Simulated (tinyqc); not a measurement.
Inside a calculation. Model: capacitance measurement on a leaky thin oxide: effects of series resistance and leakage.

tinyqc, about 0.01 s, one thread, Intel Xeon 2.30GHz (shared host): `OMP_NUM_THREADS=1 python tinyqc.py 2022079 2022080 out.jsonl` Printed values are rounded.

The device is a capacitance C in parallel with a leakage conductance G, in series with Rs and Ls. An impedance meter reports either a parallel pair (Cp, Gp) from Y = 1/Z = Gp + i w Cp or a series pair (Cs, Rm) from Z = Rm + 1/(i w Cs); w = 2 pi f, dissipation D = Gp/(w |Cp|).

Inputs (values chosen for the exercise); values of the order met in thin-oxide MOS capacitors: relative permittivity of the gate insulator (close to silicon nitride) eox = 7.33; insulator thickness tox = 2.1 nm; gate area A = 10000 um^2; oxide-equivalent thickness added by the accumulation layer zc = 0.27 nm; oxide-equivalent thickness added by gate depletion zp = 0.34 nm; gate leakage current density, not matched to the thickness Jg = 0.46 A/cm^2; voltage for an e-fold rise of the leakage Vs = 0.16 V; series resistance Rs = 240 ohm; series inductance Ls = 0 nH; measuring frequency f = 1e6 Hz.

Constants: eps0 = 8.8541878128e-14 F/cm where lengths are in cm. Results are converted to the units shown.

## True capacitance and conductance

EOT = 3.9 tox/eox; CET = EOT + zc + zp; C = 3.9 eps0 A/CET; G = Jg A/Vs.

EOT = 1.11733 nm
CET = 1.72733 nm
C = 199.912 pF
G = 287.5 uS

## What the meter reports

Z = Rs + i w Ls + 1/(G + i w C).

Z = 413.151-756.493i ohm
Cp = 162.051 pF
Gp = 556.076 uS
Cs = 210.385 pF
D = 0.546139

Cp is 19 % below C and Cs is 5.2 % above it; G Rs = 0.0690, w C Rs = 0.301 and G/(w C) = 0.229.
